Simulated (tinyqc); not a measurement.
# From one set of inputs to another, one input at a time

Model: surface photovoltage measurement of the minority-carrier diffusion length in a wafer. Computed by tinyqc, a small Python program. Command: `OMP_NUM_THREADS=1 python tinyqc.py 3130284 3130285 out.jsonl spv ladder`. One thread of a shared host (Intel(R) Xeon(R) Processor @ 2.30GHz), about 0.02 s of CPU time with the checks.

Low injection, steady light, a depletion layer much thinner than 1/alpha and L. The excess density dn is taken at the front edge of the neutral region; light that reaches the back is lost.

The inputs printed are set A. Inputs not listed in the table keep their values of set A, so the rows need not describe a real material.

Inputs (values chosen for the exercise, modelled on p-type silicon at room temperature):

| quantity | value | unit |
|---|---|---|
| diffusion length L | 33 | micrometre |
| wafer thickness W | 300 | micrometre |
| diffusivity D | 27.5 | cm^2/s |
| front recombination velocity S_f | 36000 | cm/s |
| back recombination velocity S_b | 320000 | cm/s |
| photon flux entering | 3.8e+12 | 1/(cm^2 s) |
| minority density at the surface barrier scale n_0 | 2.8e+09 | 1/cm^3 |
| temperature T | 298 | K |
| wavelength | 824 | nm |
| diffusion length after pair splitting over L | 0.54 | - |
| iron factor C | 1e+16 | micrometre^2/cm^3 |

normal deviates g for the noise: -1.84  -0.54  0.18  -1.22  1.03  -0.40  -1.12

Constants: k_B = 8.617333262e-05 eV/K.

Method:
- alpha = (84.732/lambda - 76.417)^2 per cm with lambda in micrometre (an empirical fit for silicon between 0.7 and 1.05 micrometre).
- Thick wafer: dn = Phi L/((S_f + D/L)(L + 1/alpha)). Finite wafer, with s = S_b L/D, w = W/L, a = alpha L: dn = [Phi a/(a^2 - 1)] [a - B - exp(-alpha W)(a - s)/(cosh w + s sinh w)]/(S_f + B D/L), B = (sinh w + s cosh w)/(cosh w + s sinh w).
- Photovoltage V = (k_B T/e) ln(1 + dn/n_0). Lifetime = L^2/D.
- Readings y = (Phi/dn) (1 + noise x g) at 780, 830, 880, 920, 950, 975 and 995 nm; a least-squares line y = c (1/alpha + L_app) gives L_app = intercept/slope.
- Splitting iron-boron pairs in boron-doped silicon shortens L; with nothing else changing, [Fe] = C (1/L_after^2 - 1/L^2). It is evaluated with the true lengths and with the apparent ones (without noise), which differ when the wafer is not thick against L.

Each row keeps all changes above it:

| input moved | from | to | dn, finite wafer (1/cm^3) | photovoltage V (mV) | [Fe] from the apparent lengths (1/cm^3) |
|---|---|---|---|---|---|
| set A | - | - | 5.976e+07 | 0.5423 | 2.231e+13 |
| photon flux entering (1/(cm^2 s)) | 3.8e+12 | 2.9e+11 | 4.560e+06 | 0.0418 | 2.231e+13 |
| diffusivity D (cm^2/s) | 27.5 | 24.7 | 4.649e+06 | 0.0426 | 2.231e+13 |
| diffusion length L (micrometre) | 33 | 57 | 5.745e+06 | 0.0526 | 7.455e+12 |
| wavelength (nm) | 824 | 920 | 4.196e+06 | 0.0385 | 7.455e+12 |
| front recombination velocity S_f (cm/s) | 36000 | 26000 | 5.579e+06 | 0.0511 | 7.455e+12 |
| back recombination velocity S_b (cm/s) | 320000 | 1400 | 5.580e+06 | 0.0511 | 7.479e+12 |

Which inputs carry the difference?

dn, finite wafer goes from 5.98e7 to 5.58e6, a factor 0.0934 in all. The largest single move comes from photon flux entering (a factor 0.0763), and front recombination velocity S_f works against it (a factor 1.33). Photovoltage V goes from 0.542 to 0.0511, a factor 0.0943 in all. The largest single move comes from photon flux entering (a factor 0.0771), and front recombination velocity S_f works against it (a factor 1.33). [Fe] from the apparent lengths goes from 2.23e13 to 7.48e12, a factor 0.335 in all. The largest single move comes from diffusion length L (a factor 0.334). The single moves hold for this order of the switches; the total does not depend on the order.

Extremes, crossings and ranges named in words are read from the listed rows.
